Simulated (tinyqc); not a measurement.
# Bulk resistivity and mean free path from two films

Question. In the thick-film limit single-crystal films obey rho = rho0 (1 + 3 (1 - ps) lam/(8 d)). Find rho0, lam and the product rho0 lam.

Inputs (values chosen for the exercise):
- ps = 0 (specular share of surface scattering)

rho at d = 72 and 210 nm (uohm cm): 2.0482448  1.8128268

Answer. rho is a straight line in 1/d: the intercept is rho0 and the slope (3/8)(1 - ps) rho0 lam. Without ps only the product (1 - ps) lam could be found.

rho0 = 1.690 uohm cm
lam = 40.70 nm
rho0 lam = 68.78 uohm cm nm

Program tinyqc, `OMP_NUM_THREADS=1 python tinyqc.py 2100013 2100014 out.jsonl`; Intel Xeon 2.30GHz, shared host, one thread, about 0.01 s.
